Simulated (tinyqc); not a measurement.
# Regular and subregular solution with a miscibility gap, step by step

A worked calculation. Computed by tinyqc, a small Python program that keeps every step. Command: `OMP_NUM_THREADS=1 python tinyqc.py 3031469 3031470 out.jsonl regsol walk`. One thread of a shared host (Intel(R) Xeon(R) Processor @ 2.30GHz), about 0.02 s of CPU time with the checks. Intermediate numbers are printed to about 6 digits and carried at full precision; extremes and crossings named in words are read from the listed rows.

Per mole of mixing sites: G(x) = x (1 - x) [L0 + L1 (1 - 2x)] + R T [x ln x + (1 - x) ln(1 - x)], x the fraction of B.

Inputs (values chosen for the exercise, for a model alloy):

| quantity | value | unit |
|---|---|---|
| interaction L0 | 9.74 | kJ/mol |
| size misfit eta = d ln a/dx | 0.029 | - |
| asymmetry L1 | -0.87 | kJ/mol |
| temperature T | 537 | K |
| overall fraction x0 | 0.7 | - |
| coherency modulus Y | 125 | GPa |
| molar volume V_m | 20.2 | cm^3/mol |
| gradient coefficient kappa | 4.8e-10 | J/m |
| start value s0 | 0.01 | - |

Source of L0: given.

Constants: R = 8.314462618 J/(mol K).

## Interaction parameter

L0 and eta are given.

L0 = 9.74 kJ/mol

eta = 0.029

## G, chemical potentials and activities

G' = L0 (1 - 2x) + L1 (1 - 6x + 6x^2) + R T ln[x/(1 - x)]; G'' = -2 L0 - 6 L1 (1 - 2x) + R T/[x (1 - x)]. mu_A = G - x G', mu_B = G + (1 - x) G', activity = exp(mu/(R T)).

G, G'' and activities at x = 0.02, 0.1, 0.2, 0.35, 0.5, 0.65, 0.8, 0.9, 0.98:

| x | G (kJ/mol) | G'' (kJ/mol) | activity of A | activity of B |
|---|---|---|---|---|
| 0.02 | -0.263197 | 213.331 | 0.980632 | 0.136818 |
| 0.10 | -0.637492 | 34.306 | 0.915201 | 0.532438 |
| 0.20 | -0.759350 | 11.557 | 0.858103 | 0.788018 |
| 0.35 | -0.734290 | 1.712 | 0.817304 | 0.909175 |
| 0.50 | -0.659810 | -1.621 | 0.821608 | 0.905684 |
| 0.65 | -0.615535 | -1.420 | 0.851225 | 0.882179 |
| 0.80 | -0.592310 | 5.293 | 0.828323 | 0.888041 |
| 0.90 | -0.512212 | 25.954 | 0.643463 | 0.924521 |
| 0.98 | -0.230458 | 203.308 | 0.193058 | 0.981079 |

G'' is negative at 2 of the nine compositions (0.5, 0.65), where the solution is unstable.

## Critical point

The spinodal is G'' = 0, R T_s(x) = x (1 - x) [2 L0 + 6 L1 (1 - 2x)]; the critical point is its maximum.

critical composition x_c = 0.563727

critical temperature T_c = 595.891 K

L1 < 0 moves the top of the gap to the B-rich side and raises it by 10.2 K over L0/(2 R).

## Spinodal at T

Solve G'' = 0 on each side of x_c.

spinodal x_s1 = 0.406612

spinodal x_s2 = 0.709637

## First Newton step for the common tangent

Common tangent: F1 = G'(x1) - G'(x2) = 0 and F2 = [G - x G'](x1) - [G - x G'](x2) = 0. Newton step: J = [[G''(x1), -G''(x2)], [-x1 G''(x1), x2 G''(x2)]], J dx = -F; a step that would leave 0 < x < 1 is halved until it stays inside. The start is x1 = s0, x2 = 1 - s0.

F (kJ/mol): F1 -21.9428, F2 10.1526

J (kJ/mol):
```
         1         2
1  436.632  -426.401
2   -4.366   422.137
```

new (x1, x2): 0.037041  0.966229

## Binodal by Newton steps

Stop when the step is below 1e-12, or when x1 and x2 meet within 1e-5; residuals under 1e-7 are shown as 0.

Iteration:

| step | x1 | x2 | F1 (kJ/mol) | F2 (kJ/mol) |
|---|---|---|---|---|
| 1 | 0.010000 | 0.990000 | -2.19428e+01 | 1.01526e+01 |
| 2 | 0.037041 | 0.966229 | -1.14043e+01 | 5.17336e+00 |
| 3 | 0.093961 | 0.920774 | -4.90029e+00 | 2.18406e+00 |
| 4 | 0.169640 | 0.864934 | -1.71196e+00 | 7.44976e-01 |
| 5 | 0.237189 | 0.821143 | -4.67357e-01 | 1.89123e-01 |
| 6 | 0.279164 | 0.803431 | -8.26579e-02 | 2.58028e-02 |
| 7 | 0.294614 | 0.802506 | -6.84311e-03 | 1.40606e-03 |
| 8 | 0.296553 | 0.802723 | -1.01282e-04 | 2.34622e-05 |
| 9 | 0.296581 | 0.802726 | 0 | 0 |
| 10 | 0.296581 | 0.802726 | 0 | 0 |

solubility limit x1 = 0.296581

solubility limit x2 = 0.802726

Converged: the gap runs from 0.2966 to 0.8027, outside the spinodal as it must.

## Lever rule at x0

Inside the gap the B-rich phase has the fraction f = (x0 - x1)/(x2 - x1), and the gain is (1 - f) G(x1) + f G(x2) - G(x0); outside it one phase remains.

fraction f of the B-rich phase = 0.797043

free energy of decomposition = -15.9429 J/mol

x0 lies inside the chemical spinodal: coherency strain aside, small waves of composition grow without a barrier.

## Fastest-growing wave

Linear Cahn-Hilliard theory, coherency strain left out, with energy density G/V_m + kappa (grad x)^2: the rate goes as -k^2 (G''/V_m + 2 kappa k^2), so k_c^2 = -G''/(2 kappa V_m), the fastest wave has k_m = k_c/sqrt(2) and length 2 pi/k_m.

G''(x0) = -0.306731 kJ/mol

k_c = 0.125767 1/nm

fastest wavelength = 70.6524 nm

## Coherent spinodal

If the lattice stays coherent, G'' gains 2 eta^2 Y V_m (eta = d ln a/dx, Y the biaxial modulus, E/(1 - nu) if isotropic), which is L0 replaced by L0 - eta^2 Y V_m (1 GPa cm^3/mol = 1 kJ/mol); the program reports 0 if the result is below its cutoff 3.5 |L1|.

eta^2 Y V_m = 2.123525 kJ/mol

top of the coherent spinodal = 470.772 K

Coherency strain lowers the top by 125 K, below T: a coherent alloy is stable against small waves at this T.

## The phase diagram

For this table each start is x_s1/6 and 1 - (1 - x_s2)/6. The dilute estimate of x1 is exp(-(L0 + L1)/(R T)).

Binodal and spinodal:

| T (K) | binodal x1 | spinodal x_s1 | spinodal x_s2 | binodal x2 | dilute estimate of x1 |
|---|---|---|---|---|---|
| 238 | 0.0122923 | 0.146866 | 0.908230 | 0.995069 | 0.0113060 |
| 298 | 0.0332378 | 0.188104 | 0.879899 | 0.984372 | 0.0278780 |
| 358 | 0.0679710 | 0.232392 | 0.848177 | 0.964403 | 0.0507963 |
| 417 | 0.118206 | 0.280310 | 0.812306 | 0.932721 | 0.0774354 |
| 477 | 0.190409 | 0.336236 | 0.768336 | 0.883066 | 0.106831 |
| 536 | 0.294365 | 0.405225 | 0.710831 | 0.804487 | 0.136651 |
| 572 | 0.393420 | 0.465162 | 0.657776 | 0.722307 | 0.154887 |

The dilute estimate is 0.92 of x1 at the lowest T and 0.39 at the highest: it drops the pull of the other solutes and the impurity of the second phase. Near the top the binodal is 1.71 times as wide as the spinodal; the mean-field limit at T_c is sqrt(3) = 1.73. The gap is lopsided: at the lowest T, A dissolves 0.012 of B and B dissolves 0.0049 of A.

Checks made by the program: binodal against the lower hull of G on 40001 points (relative difference 8e-06).
